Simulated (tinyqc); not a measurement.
# Polycrystalline film, grain-boundary barriers (Seto model): effects of single changes

One-dimensional grains of size Lg with donors N; each boundary has Qt acceptor-like traps per area at one level Et below the band edge. Trapped electrons qt deplete a width w = qt/N (both sides together) and raise a barrier Vb = q N w^2/(8 eps0 eps_r). Current crosses the barriers by thermionic emission at small bias. Abrupt depletion, full ionisation, Boltzmann statistics.

Values chosen for this exercise; values close to those of polycrystalline silicon: temperature T = 250 K; relative permittivity of the semiconductor eps_r = 11.7; grain size Lg = 30 nm; trap density at a boundary Qt = 1.4e12 cm^-2; donor density N = 6.5e17 cm^-3; mobility inside a grain mg = 270 cm^2/(V s); collection velocity at the barrier vc = 3.4e6 cm/s; conduction-band density of states at T Nc = 2.13e19 cm^-3; trap level below the band edge Et = 0.43 eV.

Constants: q = 1.602176634e-19 C, kB = 1.380649e-23 J/K, Vt = kB T/q, eps0 = 8.8541878128e-14 F/cm where lengths are in cm. Results are converted to the units shown.

Each table varies one quantity; the others keep the values above.

## Effect of the grain size

Partly depleted grains: the density at the grain centre is n0 = N and qt = Qt/(1 + 2 (Nc/N) exp((Vb - Et)/Vt)). If that gives qt >= N Lg, the grains are fully depleted: qt = N Lg, w = Lg and n0 = 2 Nc exp((Vb - Et)/Vt)/(Qt/(N Lg) - 1). Resistivity: barriers rb = Vt exp(Vb/Vt)/(q n0 vc Lg), grain interior rg = (1 - w/Lg)/(q mg N); effective mobility 1/(q N (rb + rg)).

Effect of the grain size:

| Lg (nm) | w/Lg | Vb (V) | n0 (cm^-3) | resistivity (ohm cm) |
|---|---|---|---|---|
| 6 | 1.000 | 0.004524 | 4.354e10 | 1.867e6 |
| 9.8 | 1.000 | 0.01207 | 1.336e11 | 5.288e5 |
| 16 | 1.000 | 0.03217 | 1.176e12 | 9.360e4 |
| 26 | 0.8284 | 0.05829 | 6.500e17 | 0.3564 |
| 42 | 0.5128 | 0.05829 | 6.500e17 | 0.2342 |
| 68 | 0.3167 | 0.05829 | 6.500e17 | 0.1582 |
| 110 | 0.1958 | 0.05829 | 6.500e17 | 0.1114 |
| 180 | 0.1197 | 0.05829 | 6.500e17 | 0.08190 |

Read the table: what changes, and by how much?

As Lg goes from 6 to 180 nm, the barrier rises from 0.00452 to 0.0583 V and the resistivity falls from 1.87e6 to 0.0819 ohm cm. The grains are fully depleted in 3 of the 8 rows. For Lg = 6 to 16 nm the barrier is under 2 Vt, where the depletion and emission pictures are rough.

## Effect of the donor density

Same model as above.

Effect of the donor density:

| N (cm^-3) | w/Lg | Vb (V) | n0 (cm^-3) | resistivity (ohm cm) |
|---|---|---|---|---|
| 2.3e16 | 1.0000 | 0.0040018 | 5.7060e9 | 2.7819e6 |
| 4.7e16 | 1.0000 | 0.0081776 | 1.4964e10 | 1.2877e6 |
| 9.7e16 | 1.0000 | 0.016877 | 5.2503e10 | 5.4960e5 |
| 2e17 | 1.0000 | 0.034798 | 3.4479e11 | 1.9229e5 |
| 4e17 | 1.0000 | 0.069597 | 1.3872e13 | 24036 |
| 8.2e17 | 0.56911 | 0.046209 | 8.2000e17 | 0.14946 |
| 1.7e18 | 0.27451 | 0.022289 | 1.7000e18 | 0.031687 |
| 3.4e18 | 0.13725 | 0.011145 | 3.4000e18 | 0.012370 |
| 6.9e18 | 0.067633 | 0.0054915 | 6.9000e18 | 0.0055889 |
| 1.4e19 | 0.033333 | 0.0027065 | 1.4000e19 | 0.0026638 |

What does the table show?

As N goes from 2.3e16 to 1.4e19 cm^-3, the barrier goes from 0.00400 through a maximum of 0.0696 (at N = 4e17 cm^-3 among the rows listed) to 0.00271 V and the resistivity falls from 2.78e6 to 0.00266 ohm cm. The grains are fully depleted in 5 of the 10 rows. The steepest fall, as N^(-16.7), lies between 4e17 and 8.2e17 cm^-3; N* = 4.67e17 cm^-3. The barrier grows with N while the grains are depleted and shrinks once they are not, hence the maximum. At N = 2.3e16, 4.7e16, 9.7e16, 2e17, 1.7e18, 3.4e18, 6.9e18, 1.4e19 cm^-3 the barrier is under 2 Vt, where the depletion and emission pictures are rough. For N = 6.9e18 to 1.4e19 cm^-3 N passes 0.3 Nc, where degeneracy and tunnelling through the thin barriers matter.

Numbers from tinyqc (`OMP_NUM_THREADS=1 python tinyqc.py 2610129 2610130 out.jsonl`; about 0.01 s on one thread of a shared Intel Xeon 2.30GHz).
